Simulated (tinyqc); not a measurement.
# Worked calculation: hot electrons in a saturated n-channel MOSFET, lucky-electron model

Program tinyqc, `OMP_NUM_THREADS=1 python tinyqc.py 2550055 2550056 out.jsonl`; Intel Xeon 2.30GHz, shared host, one thread, about 0.01 s. Printed values are rounded.

Beyond pinch-off the lateral field grows as Esat cosh(y/l) over the velocity-saturated region (pseudo-two-dimensional model). Impact ionisation in this region gives the substrate current, which biases the body forward through Rsub. Currents are per width. Local-field laws: they overstate ionisation when the field peak is narrower than an energy relaxation length.

Inputs (values chosen for the exercise); values close to those of silicon n-channel devices:
```
symbol   value        unit                                   meaning
L          0.5          um                            channel length
tox        9.9          nm                           oxide thickness
xj         180          nm                            junction depth
VT        0.74           V                                 threshold
mu         320  cm^2/(V s)                        effective mobility
vs       7.9e6        cm/s                       saturation velocity
Ai         2e6        1/cm                      ionisation prefactor
Bi        1.75       MV/cm                          ionisation field
Rd           0      ohm um     resistance of the lightly doped drain
Rsub      8000      ohm um                      substrate resistance
kb        0.24              fall of VT per volt of forward body bias
lm         9.4          nm               hot-electron mean free path
pb         3.2           V                             oxide barrier
Cg      0.0024                         prefactor of the gate current
m          2.8                                     lifetime exponent
Hl       14000     s uA/um                         lifetime constant
Vd         3.1           V                             drain voltage
Vg         2.2           V                              gate voltage
```

Constants: eps0 = 8.8541878128e-14 F/cm where lengths are in cm. Results are converted to the units shown.

## Length and field scales

Cox = 3.9 eps0/tox, l = sqrt(3 tox xj), Esat = 2 vs/mu.

Cox = 0.348801 uF/cm^2
l = 73.1163 nm
Esat = 0.0493750 MV/cm
Esat L = 2.46875 V

## Iteration 1: body bias from the substrate current

Vb at the start = 0 V

Cox = 3.9 eps0/tox. Overdrive g = Vg - VT + kb Vb; Vdsat = g Esat L/(g + Esat L); Id = Cox vs (g - Vdsat); dV = Vd - Id Rd - Vdsat; Em = sqrt((dV/l)^2 + Esat^2); Isub = Id (Ai/Bi) l Em exp(-Bi/Em). Vb(new) = Rsub Isub.

Vdsat = 0.917436 V
Id = 149.505 uA/um
dV = 2.18256 V
Em = 0.302562 MV/cm
Isub = 1.16290 uA/um
Vb after iteration 1 = 0.00930317 V

## Iteration 2: body bias from the substrate current

As before.

Vdsat = 0.918317 V
Id = 149.878 uA/um
dV = 2.18168 V
Em = 0.302443 MV/cm
Isub = 1.16269 uA/um
Vb after iteration 2 = 0.00930151 V

## Course of the iteration: body bias from the substrate current

Stop when Vb changes by less than 1e-9 V, or after 60 iterations.

Course of the iteration:

| iteration | Vb (V) | \|change\| (V) |
|---|---|---|
| 1 | 0.00930317 | 9.30e-3 |
| 2 | 0.00930151 | 1.66e-6 |
| 3 | 0.00930151 | 3.00e-10 |

Converged in 3 iterations. The change falls from 0.0093 in the first iteration to below the tolerance in the last.

## Gate current, lifetime and channel shortening

Id = 149.878 uA/um
dV = 2.18168 V
Em = 0.302443 MV/cm
Isub = 1.16269 uA/um

Ig = Cg Id exp(-pb/(lm Em)); lifetime tau = (Hl/Id)(Isub/Id)^(-m); length of the saturated region dL = l ln[(dV/l + Em)/Esat]. 1 year = 3.15576e7 s.

Isub/Id = 0.00775758
Ig = 4.65144 pA/um
tau = 2.39913 years
dL = 182.708 nm

The lifetime misses ten years. Integrating Ai exp(-Bi/E) over the cosh profile gives Isub/Id = 0.00686, so the closed form is 13 % above it.
